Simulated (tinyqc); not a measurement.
Trading HF for NH4F at fixed fluoride: speciation in dilute and buffered hydrofluoric acid, oxide etch rate and bath loading. Computed by tinyqc, a small Python program. Command: `OMP_NUM_THREADS=1 python tinyqc.py 3121508 3121509 out.jsonl hfetch walk`. One thread of a shared host (Intel(R) Xeon(R) Processor @ 2.30GHz), about 0.01 s of CPU time with the checks.

Concentrations stand for activities, NH4+ and Cl- are spectators, and water ionisation is neglected. H, F and HF2 denote the ions H+, F- and HF2-. The base temperature is 298 K.

Inputs (values chosen for the exercise, of the order of those for thermal oxide at room temperature):
```
quantity                            value            unit
HF added                             0.24           mol/L
NH4F added                            0.3           mol/L
K1 = [H][F]/[HF]                 0.000752           mol/L
K2 = [HF2]/([HF][F])                 4.28           L/mol
K3 = [H2F2]/[HF]^2                      0           L/mol
rate constant of neutral HF k_a         9  nm L/(min mol)
rate constant of HF2 k_b               69  nm L/(min mol)
```

Method:
- Fluoride balance: [HF] + [F] + 2 [HF2] + 2 [H2F2] = HF added + NH4F added. Acid balance: [H] + [HF] + [HF2] + 2 [H2F2] = HF added + HCl added. For a trial [H], [HF] = [H][F]/K1, and the fluoride balance is a quadratic in [F].
- Rate = k_a ([HF] + 2 [H2F2]) + k_b [HF2], an empirical two-term form.
- Total fluoride is held at HF + NH4F added, without HCl; x is the share added as HF.

Against x:
```
x         pH  [F] (mol/L)  [HF] (mol/L)  [HF2] (mol/L)  rate (nm/min)
0.05  4.8807      0.49468       0.00866        0.01833         1.3427
0.15  4.2643      0.40760       0.02949        0.05145         3.8156
0.30  3.7247      0.28875       0.07237        0.08944         6.8227
0.40  3.4202      0.21985       0.11109        0.10453         8.2124
0.50  3.1278      0.16093       0.15944        0.10982         9.0123
0.60  2.8374      0.11258       0.21767        0.10488         9.1956
0.75  2.3864      0.05866       0.32044        0.08045         8.4350
0.90  1.8685      0.02382       0.42875        0.04371         6.8750
1.00  1.4758      0.01089       0.48401        0.02255         5.9121
```

[HF2] is largest at x = 0.5 and the rate at x = 0.6 among these rows; HF2 needs both HF and F. At its best the mixture etches 1.56 times as fast as HF alone.

Extremes, crossings and ranges named in words are read from the listed rows.
